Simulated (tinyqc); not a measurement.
## Mobility and doping from two currents

Inverse problem. A trap-free film with injecting contacts is fitted, with diffusion neglected, by J = q mu N V/Lf + (9/8) eps0 eps_r mu V^2/Lf^3. Find mu, N and the voltage at which both terms are equal.

Parameters, values chosen for the exercise: relative permittivity eps_r = 11.8; film thickness Lf = 420 nm.

Constants: q = 1.602176634e-19 C, eps0 = 8.8541878128e-14 F/cm where lengths are in cm. Results are converted to the units shown.

J at 2.9 and 15 V (A/cm^2): 996.47922  13504.655

Answer. J/V is a straight line in V: the slope gives mu and the intercept mu N.

mu = 2.90 cm^2/(V s)
N = 1.90e16 cm^-3
crossover voltage = 4.57 V

Program tinyqc, `OMP_NUM_THREADS=1 python tinyqc.py 2730152 2730153 out.jsonl`; Intel Xeon 2.30GHz, shared host, one thread, about 0.1 s.
